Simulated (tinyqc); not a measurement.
One-sided p+-n junction, ionisation integral and breakdown: one step of the calculation.

A p+ layer at x < 0 and an n drift layer from x = 0. Depletion approximation, built-in voltage neglected. Local ionisation coefficients alpha_n = an exp(-(bn/E)^mx), alpha_p = ap exp(-(bp/E)^mx). Electrons move towards +x, holes towards x = 0.

Problem. Ionisation integrals by the trapezoid rule. G(x) = integral from 0 to x of (alpha_n - alpha_p); I_n = integral of alpha_n exp(-G) (electrons injected at x = 0), I_p = integral of alpha_p exp(G(end) - G) (holes injected at the far edge); M = 1/(1 - I). All integrals by the trapezoid rule on the grid.

x, point 0 to 12 (um): [0.0000000, 0.4665883, 0.9331767, 1.3997650, 1.8663533, 2.3329417, 2.7995300, 3.2661183, 3.7327067, 4.1992950, 4.6658833, 5.1324717, 5.5990600]
alpha_n, point 0 to 12 (1/cm): [64.101864, 33.596707, 16.604127, 7.6733470, 3.2826948, 1.2842806, 0.45269296, 0.14114658, 0.038042609, 0.0086089506, 0.0015755840, 2.2205985e-4, 2.2577192e-5]
alpha_p, point 0 to 12 (1/cm): [10529.561, 6692.7083, 4082.2710, 2375.4951, 1309.4583, 677.95615, 326.24657, 144.05192, 57.426691, 20.251374, 6.1536046, 1.5567405, 0.31319679]

Find: G; alpha_n exp(-G); I_n; I_p; M_n; M_p.

Solution.

G, point 0 to 12: [0.0000, -0.3995, -0.6497, -0.7998, -0.8855, -0.9318, -0.9552, -0.9661, -0.9708, -0.9726, -0.9732, -0.9734, -0.9735]
alpha_n exp(-G), point 0 to 12 (1/cm): [64.10, 50.10, 31.80, 17.07, 7.96, 3.26, 1.18, 0.37, 0.10, 0.02, 0.00, 0.00, 0.00]
I_n = 0.006715
I_p = 0.6116
M_n = 1.007
M_p = 2.574

Numbers from tinyqc (`OMP_NUM_THREADS=1 python tinyqc.py 2120134 2120135 out.jsonl`; about 0.1 s on one thread of a shared Intel Xeon 2.30GHz).
